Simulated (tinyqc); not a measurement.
Electron continuity equation in a given potential, Scharfetter-Gummel discretisation: two steps of the calculation.

Steady state in one dimension: J = q mu n E + q D dn/dx with E = -dpsi/dx and D = mu Vt, dJ/dx = 0, fixed densities nL and nR at the ends. The potential is given, psi = U x/L, and is not changed by the electrons.

Parameters, values chosen for the exercise; mobility that of a made-up semiconductor:
```
symbol,value,unit,meaning
T,450,K,temperature
mu,1640,cm^2/(V s),electron mobility
L,2.1,um,length of the region
nL,5.6e12,cm^-3,density at x = 0
nR,5.9e13,cm^-3,density at x = L
```

Constants: q = 1.602176634e-19 C, kB = 1.380649e-23 J/K, Vt = kB T/q. Results are converted to the units shown.

Problem 1. Bernoulli factors. d_i = (psi_(i+1) - psi_i)/Vt; B(d) = d/(exp(d) - 1), B(0) = 1. The flux on interval i is J_i = (q D/h) [n_(i+1) B(d_i) - n_i B(-d_i)].

psi, node 0 to 8 (V): [0.0000000, -0.1875000, -0.3750000, -0.5625000, -0.7500000, -0.9375000, -1.1250000, -1.3125000, -1.5000000]

Find: d_i; B(d_i); B(-d_i).

Solution 1.

```
interval      d_i  B(d_i)   B(-d_i)
0         -4.8352  4.8739  0.038723
1         -4.8352  4.8739  0.038723
2         -4.8352  4.8739  0.038723
3         -4.8352  4.8739  0.038723
4         -4.8352  4.8739  0.038723
5         -4.8352  4.8739  0.038723
6         -4.8352  4.8739  0.038723
7         -4.8352  4.8739  0.038723
```

The largest |d_i| is 4.84, above 2, where central differences lose the sign pattern that keeps densities positive.

Problem 2. Densities and current. B(d_i) and B(-d_i) are the Bernoulli factors of the potential steps, b and f the diagonal and right side. Solve B(-d_(i-1)) n_(i-1) + b_i n_i + B(d_i) n_(i+1) = f_i (end values already in f), then J_i = (q D/h) [n_(i+1) B(d_i) - n_i B(-d_i)], h = L/8, D = mu Vt.

```
interval     B(d_i)      B(-d_i)
0         4.8739392  0.038723315
1         4.8739392  0.038723315
2         4.8739392  0.038723315
3         4.8739392  0.038723315
4         4.8739392  0.038723315
5         4.8739392  0.038723315
6         4.8739392  0.038723315
7         4.8739392  0.038723315
```

```
node  diagonal b  right side f (cm^-3)
1     -4.9126625         -2.1685056e11
2     -4.9126625                     0
3     -4.9126625                     0
4     -4.9126625                     0
5     -4.9126625                     0
6     -4.9126625                     0
7     -4.9126625         -2.8756241e14
```

Give: n; J.

Solution 2.

n, node 0 to 8 (cm^-3): [5.600e12, 5.858e13, 5.900e13, 5.900e13, 5.900e13, 5.900e13, 5.900e13, 5.900e13, 5.900e13]
J, interval 0 to 7 (A/cm^2): [110.7, 110.7, 110.7, 110.7, 110.7, 110.7, 110.7, 110.7]

Range of the model: The drift velocity mu E exceeds 1e7 cm/s somewhere, where real mobilities no longer stay constant.

tinyqc, about 0.01 s, one thread, Intel Xeon 2.30GHz (shared host): `OMP_NUM_THREADS=1 python tinyqc.py 2220054 2220055 out.jsonl`
